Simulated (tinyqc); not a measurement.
Worked calculation: coherent transport through a tight-binding region between two chains. Computed by tinyqc, a small Python program that keeps every step. Settings: temperature = 300, mu = -0.37. Command: `OMP_NUM_THREADS=1 python tinyqc.py 31893 31894 out.jsonl` (the two numbers bound the seeds that draw the settings). One thread of a shared host (Intel(R) Xeon(R) Processor @ 2.60GHz), about 0.1 s of CPU time with the checks.

## Transmission at E = 0.33 eV

H of the central region (eV):
$$\begin{pmatrix}
0.000000 & -1.670000 \\
-1.670000 & 0.000000
\end{pmatrix}$$

Leads: semi-infinite chains with site energy 0:
```
parameter                           value
lead hopping t (eV)              1.930000
coupling to the left lead (eV)   0.530000
coupling to the right lead (eV)  0.860000
left contact site                       1
right contact site                      2
```

E = 0.330000 eV

Surface Green function g = (E - i sqrt(4 t^2 - E^2)) / (2 t^2); self-energy tc^2 g on each contact site; G = (E - H - Sigma)^(-1); Gamma = -2 Im Sigma; T = Gamma_L Gamma_R |G_LR|^2; local density of states -Im G_ii / pi.

g = 0.044296-0.516238i 1/eV

G (1/eV):
$$\begin{pmatrix}
-0.099438-0.144789i & 0.605138+0.036167i \\
0.605138+0.036167i & -0.111929-0.059423i
\end{pmatrix}$$

local density of states (1/eV): [0.046088, 0.018915]

transmission = 0.081389

## Transmission across the band

The same steps on a grid of energies.

T(E):
```
E (eV)              T
-3.66700000  0.000769
-3.30030000  0.003737
-2.93360000  0.011680
-2.56690000  0.037411
-2.20020000  0.156057
-1.83350000  0.733223
-1.46680000  0.379083
-1.10010000  0.163981
-0.73340000  0.103813
-0.36670000  0.082506
0.00000000   0.076889
0.36670000   0.082506
0.73340000   0.103813
1.10010000   0.163981
1.46680000   0.379083
1.83350000   0.733223
2.20020000   0.156057
2.56690000   0.037411
2.93360000   0.011680
3.30030000   0.003737
3.66700000   0.000769
```

levels of the isolated region (eV): [-1.670000, 1.670000]

## Current

I = (2e/h) int T(E) [f(E - mu - V/2) - f(E - mu + V/2)] dE at 300 K with mu = -0.37 eV, the bias not changing H; 2e^2/h = 77.48092 microsiemens; the integral runs over the band on 4001 points.

Current:
```
V (volt)  I (microampere)
0.010000         0.064103
0.050000         0.320556
0.100000         0.641377
0.200000         1.284883
0.400000         2.587019
0.800000         5.319472
```
